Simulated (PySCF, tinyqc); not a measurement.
CISD on RHF in the 6-31g basis, for H3+, spin multiplicity 1, step by step. The lowest restricted solution is unstable here: a spin-polarised one lies 0.0021 hartree lower (PySCF). One step of it, computed by the program tinyqc.

Problem. Integrals over molecular orbitals. (pq|rs) = sum C_ip C_jq C_kr C_ls (ij|kl), one index at a time.

coefficients C, order 1H 1s, 1H 2s, 2H 1s, 2H 2s, 3H 1s, 3H 2s:
```
[[0.310461, 0.000000, 0.261069, 0.361830, 0.000000, -1.303764],
 [0.423380, 0.000000, 1.537983, -0.103489, 0.000000, 2.112385],
 [0.209730, 0.291277, -0.143140, 0.856515, -0.923124, 0.296799],
 [0.117693, 0.538599, -1.077385, -0.738502, 0.953310, -0.941658],
 [0.209730, -0.291277, -0.143140, 0.856515, 0.923124, 0.296799],
 [0.117693, -0.538599, -1.077385, -0.738502, -0.953310, -0.941658]]
```

core Hamiltonian H = T + V (hartree), order 1H 1s, 1H 2s, 2H 1s, 2H 2s, 3H 1s, 3H 2s:
```
[[-1.179948, -1.086721, -0.382792, -0.632353, -0.382792, -0.632353],
 [-1.086721, -1.246267, -0.584503, -0.863120, -0.584503, -0.863120],
 [-0.382792, -0.584503, -0.949429, -0.936503, -0.008389, -0.119885],
 [-0.632353, -0.863120, -0.936503, -1.053165, -0.119885, -0.327528],
 [-0.382792, -0.584503, -0.008389, -0.119885, -0.949429, -0.936503],
 [-0.632353, -0.863120, -0.119885, -0.327528, -0.936503, -1.053165]]
```

Two-electron integrals (ij|kl) in chemists' order, unique and non-zero (hartree):
```
(11|11) 1.076566   (21|11) 0.578470   (21|21) 0.329423   (22|11) 0.587396
(22|21) 0.361304   (22|22) 0.453150   (31|11) 0.130030   (31|21) 0.076864
(31|22) 0.088953   (31|31) 0.026650   (32|11) 0.188455   (32|21) 0.118908
(32|22) 0.155497   (32|31) 0.045839   (32|32) 0.094792   (33|11) 0.457932
(33|21) 0.296885   (33|22) 0.410093   (33|31) 0.130030   (33|32) 0.301184
(33|33) 1.076566   (41|11) 0.301184   (41|21) 0.172917   (41|22) 0.192114
(41|31) 0.045839   (41|32) 0.073154   (41|33) 0.188455   (41|41) 0.094792
(42|11) 0.363158   (42|21) 0.226160   (42|22) 0.291723   (42|31) 0.067033
(42|32) 0.128285   (42|33) 0.363158   (42|41) 0.128285   (42|42) 0.212411
(43|11) 0.296885   (43|21) 0.191104   (43|22) 0.262216   (43|31) 0.076864
(43|32) 0.172917   (43|33) 0.578470   (43|41) 0.118908   (43|42) 0.226160
(43|43) 0.329423   (44|11) 0.410093   (44|21) 0.262216   (44|22) 0.360636
(44|31) 0.088953   (44|32) 0.192114   (44|33) 0.587396   (44|41) 0.155497
(44|42) 0.291723   (44|43) 0.361304   (44|44) 0.453150   (51|11) 0.130030
(51|21) 0.076864   (51|22) 0.088953   (51|31) 0.013581   (51|32) 0.021343
(51|33) 0.052749   (51|41) 0.036148   (51|42) 0.047637   (51|43) 0.034688
(51|44) 0.051639   (51|51) 0.026650   (52|11) 0.188455   (52|21) 0.118908
(52|22) 0.155497   (52|31) 0.021343   (52|32) 0.035732   (52|33) 0.090363
(52|41) 0.055699   (52|42) 0.080966   (52|43) 0.059466   (52|44) 0.089688
(52|51) 0.045839   (52|52) 0.094792   (53|11) 0.001584   (53|21) 0.000883
(53|22) 0.000934   (53|31) 0.000203   (53|32) 0.000304   (53|33) 0.000748
(53|41) 0.000462   (53|42) 0.000581   (53|43) 0.000483   (53|44) 0.000663
(53|51) 0.000203   (53|52) 0.000304   (53|53) 2.39e-06   (54|11) 0.035131
(54|21) 0.021575   (54|22) 0.026722   (54|31) 0.003926   (54|32) 0.006396
(54|33) 0.016006   (54|41) 0.010219   (54|42) 0.014275   (54|43) 0.010523
(54|44) 0.015727   (54|51) 0.007639   (54|52) 0.014437   (54|53) 0.000056
(54|54) 0.002309   (55|11) 0.457932   (55|21) 0.296885   (55|22) 0.410093
(55|31) 0.052749   (55|32) 0.090363   (55|33) 0.230679   (55|41) 0.137414
(55|42) 0.206985   (55|43) 0.151853   (55|44) 0.230331   (55|51) 0.130030
(55|52) 0.301184   (55|53) 0.000748   (55|54) 0.042954   (55|55) 1.076566
(61|11) 0.301184   (61|21) 0.172917   (61|22) 0.192114   (61|31) 0.036148
(61|32) 0.055699   (61|33) 0.137414   (61|41) 0.087187   (61|42) 0.113412
(61|43) 0.089529   (61|44) 0.127567   (61|51) 0.045839   (61|52) 0.073154
(61|53) 0.000462   (61|54) 0.012946   (61|55) 0.188455   (61|61) 0.094792
(62|11) 0.363158   (62|21) 0.226160   (62|22) 0.291723   (62|31) 0.047637
(62|32) 0.080966   (62|33) 0.206985   (62|41) 0.113412   (62|42) 0.169045
(62|43) 0.135042   (62|44) 0.196929   (62|51) 0.067033   (62|52) 0.128285
(62|53) 0.000581   (62|54) 0.020798   (62|55) 0.363158   (62|61) 0.128285
(62|62) 0.212411   (63|11) 0.035131   (63|21) 0.021575   (63|22) 0.026722
(63|31) 0.007639   (63|32) 0.014437   (63|33) 0.042954   (63|41) 0.012946
(63|42) 0.020798   (63|43) 0.025225   (63|44) 0.029075   (63|51) 0.003926
(63|52) 0.006396   (63|53) 0.000056   (63|54) 0.001158   (63|55) 0.016006
(63|61) 0.010219   (63|62) 0.014275   (63|63) 0.002309   (64|11) 0.129062
(64|21) 0.079385   (64|22) 0.099566   (64|31) 0.019545   (64|32) 0.034166
(64|33) 0.090105   (64|41) 0.042211   (64|42) 0.064097   (64|43) 0.057614
(64|44) 0.079239   (64|51) 0.019545   (64|52) 0.034166   (64|53) 0.000205
(64|54) 0.005871   (64|55) 0.090105   (64|61) 0.042211   (64|62) 0.064097
(64|63) 0.005871   (64|64) 0.021876   (65|11) 0.296885   (65|21) 0.191104
(65|22) 0.262216   (65|31) 0.034688   (65|32) 0.059466   (65|33) 0.151853
(65|41) 0.089529   (65|42) 0.135042   (65|43) 0.099956   (65|44) 0.151396
(65|51) 0.076864   (65|52) 0.172917   (65|53) 0.000483   (65|54) 0.025225
(65|55) 0.578470   (65|61) 0.118908   (65|62) 0.226160   (65|63) 0.010523
(65|64) 0.057614   (65|65) 0.329423   (66|11) 0.410093   (66|21) 0.262216
(66|22) 0.360636   (66|31) 0.051639   (66|32) 0.089688   (66|33) 0.230331
(66|41) 0.127567   (66|42) 0.196929   (66|43) 0.151396   (66|44) 0.227492
(66|51) 0.088953   (66|52) 0.192114   (66|53) 0.000663   (66|54) 0.029075
(66|55) 0.587396   (66|61) 0.155497   (66|62) 0.291723   (66|63) 0.015727
(66|64) 0.079239   (66|65) 0.361304   (66|66) 0.453150
```

Give: one-electron integrals over orbitals h = C^T H C; Two-electron integrals over orbitals.

Solution.

one-electron integrals over orbitals h = C^T H C (hartree):
```
[[-1.4214, 0.0000, -0.0805, -0.0627, 0.0000, 0.0773],
 [0.0000, -1.0931, 0.0000, 0.0000, 0.1194, 0.0000],
 [-0.0805, 0.0000, -0.7931, 0.0919, 0.0000, 0.1840],
 [-0.0627, 0.0000, 0.0919, -0.1802, 0.0000, 0.0432],
 [0.0000, 0.1194, 0.0000, 0.0000, -0.0482, 0.0000],
 [0.0773, 0.0000, 0.1840, 0.0432, 0.0000, -0.1285]]
```

Two-electron integrals over orbitals (pq|rs), unique and non-zero (hartree):
```
(11|11) 0.5217    (21|21) 0.1188    (22|11) 0.4123    (22|22) 0.4252
(31|11) 0.0805    (31|22) -0.0162   (31|31) 0.0770    (32|21) -0.0964
(32|32) 0.1036    (33|11) 0.4012    (33|22) 0.3673    (33|31) 0.0244
(33|33) 0.3601    (41|11) 0.0627    (41|22) 0.0731    (41|31) -0.0111
(41|33) 0.0443    (41|41) 0.0486    (42|21) 0.0685    (42|32) -0.0506
(42|42) 0.0756    (43|11) -0.0515   (43|22) -0.0570   (43|31) 0.0064
(43|33) -0.0302   (43|41) -0.0262   (43|43) 0.0319    (44|11) 0.4088
(44|22) 0.4093    (44|31) -0.0060   (44|33) 0.3526    (44|41) 0.0766
(44|43) -0.0650   (44|44) 0.4184    (51|21) -0.0518   (51|32) 0.0384
(51|42) -0.0564   (51|51) 0.0425    (52|11) -0.0856   (52|22) -0.0989
(52|31) 0.0145    (52|33) -0.0546   (52|41) -0.0582   (52|43) 0.0452
(52|44) -0.1094   (52|52) 0.0807    (53|21) 0.0221    (53|32) -0.0071
(53|42) 0.0414    (53|51) -0.0295   (53|53) 0.0322    (54|21) -0.1463
(54|32) 0.1293    (54|42) -0.1004   (54|51) 0.0764    (54|53) -0.0347
(54|54) 0.2094    (55|11) 0.3879    (55|22) 0.4112    (55|31) -0.0241
(55|33) 0.3477    (55|41) 0.0822    (55|43) -0.0630   (55|44) 0.4177
(55|52) -0.1125   (55|55) 0.4239    (61|11) -0.0773   (61|22) 0.0027
(61|31) -0.0645   (61|33) -0.0435   (61|41) -0.0066   (61|43) -0.0168
(61|44) 0.0038    (61|52) -0.0102   (61|55) 0.0126    (61|61) 0.0929
(62|21) 0.0349    (62|32) -0.0219   (62|42) 0.0323    (62|51) -0.0237
(62|53) 0.0199    (62|54) -0.0474   (62|62) 0.0193    (63|11) -0.1242
(63|22) -0.0535   (63|31) -0.0542   (63|33) -0.0647   (63|41) -0.0318
(63|43) 0.0136    (63|44) -0.0592   (63|52) 0.0336    (63|55) -0.0489
(63|61) 0.0694    (63|63) 0.0811    (64|11) -0.0249   (64|22) 0.0311
(64|31) -0.0455   (64|33) 0.0005    (64|41) 0.0242    (64|43) -0.0120
(64|44) 0.0293    (64|52) -0.0295   (64|55) 0.0437    (64|61) 0.0343
(64|63) 0.0217    (64|64) 0.0400    (65|21) -0.0546   (65|32) 0.0535
(65|42) -0.0400   (65|51) 0.0311    (65|53) -0.0110   (65|54) 0.0812
(65|62) -0.0153   (65|65) 0.0354    (66|11) 0.5265    (66|22) 0.3676
(66|31) 0.1230    (66|33) 0.4027    (66|41) 0.0547    (66|43) -0.0275
(66|44) 0.3733    (66|52) -0.0592   (66|55) 0.3454    (66|61) -0.1477
(66|63) -0.1657   (66|64) -0.0592   (66|66) 0.6209
```
